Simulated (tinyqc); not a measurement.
Field-effect mobility of a thin-film transistor with band-tail and deep states (multiple trapping): one step, computed by the program tinyqc. Command: `OMP_NUM_THREADS=1 python tinyqc.py 3024754 3024755 out.jsonl tft walk`. One thread of a shared host (Intel(R) Xeon(R) Processor @ 2.30GHz), about 0.05 s of CPU time with the checks.

A thick film in accumulation at small drain voltage. Only free electrons move; trapped ones still screen the gate. N_c and mu_0 are held fixed when T changes, leaving out the T^(3/2) growth of N_c. x = E_0 - psi is the distance of the Fermi level below the band edge.

Task: Free and trapped densities. F_j(eta) = int_0^infinity x^j/(1 + exp(x - eta)) dx, without a gamma-function factor. Integrals over x = E/(k_B T) use 160 Gauss-Legendre points in u = sqrt(x) from 0 to sqrt(max(eta, 0) + 32). Free n(x) = N_c (2/sqrt(pi)) F_1/2(-x/k_B T), with F_1/2 from its two-term series in exp(-x/k_B T) for x >= 12 k_B T; tail n_t(x) = int_0^1.2eV g_t exp(-E/E_t)/(1 + exp((x - E)/k_B T)) dE, E counted down from the edge, 120 Gauss-Legendre points; space charge rho(psi) = n + n_t less its value at psi = 0.

Inputs (values chosen for the exercise, modelled on polycrystalline silicon): effective density of states N_c = 2.7e+19 1/cm^3; tail density at the edge g_t = 2.3e+20 1/(eV cm^3); tail width E_t = 53 meV; temperature T = 250 K.

Deep states: none.

Constants: k_B = 8.617333262e-05 eV/K.

Give: Local densities at x = 0.4, 0.3, 0.2, 0.15, 0.1, 0.05, 0 and -0.05 eV.

Result:

Local densities at x = 0.4, 0.3, 0.2, 0.15, 0.1, 0.05, 0 and -0.05 eV:
```
x (eV)  n (1/cm^3)  n_t (1/cm^3)  n/(n + n_t)
0.40    2.3319e+11    8.5805e+15   2.7176e-05
0.30    2.4190e+13    5.6609e+16   4.2713e-04
0.20    2.5092e+15    3.7279e+17   6.6858e-03
0.15    2.5548e+16    9.5167e+17   2.6143e-02
0.10    2.5940e+17    2.3846e+18   9.8109e-02
0.05    2.5636e+18    5.5400e+18   3.1635e-01
0.00    2.0659e+19    9.8960e+18   6.7612e-01
-0.05   8.9501e+19    1.1863e+19   8.8297e-01
```

E_t/k_B T = 2.46: deep in the tail n_t follows exp(-x/E_t), more slowly than n, so the free share grows as the Fermi level rises.
